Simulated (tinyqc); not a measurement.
Worked calculation: Hubbard chain of 2 sites. Computed by tinyqc, a small Python program that keeps every step. Settings: hopping = 1.3, U = 4.0, mixing = 0.5, iteration cap = 85. Command: `OMP_NUM_THREADS=1 python tinyqc.py 24835 24836 out.jsonl` (the two numbers bound the seeds that draw the settings). One thread of a shared host (Intel(R) Xeon(R) Processor @ 2.60GHz), about 0.2 s of CPU time with the checks. Later iterations appear only in the table of the cycle.

## Mean-field iteration 1

one-body matrix (hopping and site energies) (eV):
```
           1          2
1   0.000000  -1.300000
2  -1.300000   0.000000
```

U = 4.000000 eV

electrons, up and down: 1  1

mixing = 0.500000

n(up) at the start (a guess, not normalised): 1 0.500000, 2 0.500000

n(down) at the start (a guess): 1 0.500000, 2 0.500000

H(up) = T + U n(down), H(down) = T + U n(up); fill the lowest levels; n(new) = n + mixing (n(out) - n); E = tr T (rho up + rho down) + U sum n_up n_down of the output.

levels, up (eV): 0.700000  3.300000

levels, down (eV): 0.700000  3.300000

energy = -0.600000 eV

n(up) after iteration 1: 1 0.500000, 2 0.500000

n(down) after iteration 1: 1 0.500000, 2 0.500000

## Convergence

Each step fills the lowest levels of T + U n(other spin) and sets n(new) = n + mixing (n(out) - n); stop when output and input agree to 1e-8.

Course of the cycle:

| iteration | E (eV) | largest \|n(out) - n(in)\| | mean \|n_up - n_down\| |
|---|---|---|---|
| 1 | -0.60000000 | 1.11e-16 | 0.000000 |

local moments n_up - n_down: 1 0.000000, 2 0.000000

Converged in 1 iterations. But random starts reach -0.84500 eV, so this is another stationary point, not the lowest one. Reruns (cap 100 unless said): mixing 0.2: converged in 1 to a higher stationary point (E = -0.60000); mixing 0.9: converged in 1 to a higher stationary point (E = -0.60000). Before convergence this energy mixes input and output and is not variational, so it may rise towards its limit.

## The many-body Hamiltonian

Basis: all placements (u, d, 2, 0 on each site), up operators ordered before down ones; hops carry the sign of the same-spin electrons passed.

H (eV):
```
           20         ud         du         02
20   4.000000  -1.300000  -1.300000   0.000000
ud  -1.300000   0.000000   0.000000  -1.300000
du  -1.300000   0.000000   0.000000  -1.300000
02   0.000000  -1.300000  -1.300000   4.000000
```

## Exact diagonalisation (4 states)

Lowest levels of the sector, and the double occupancy of the lowest state.

lowest levels (eV): -1.280244  0.000000  4.000000  5.280244

double occupancy per site = 0.097572

The mean-field solution above lies 0.6802 eV above the exact energy.
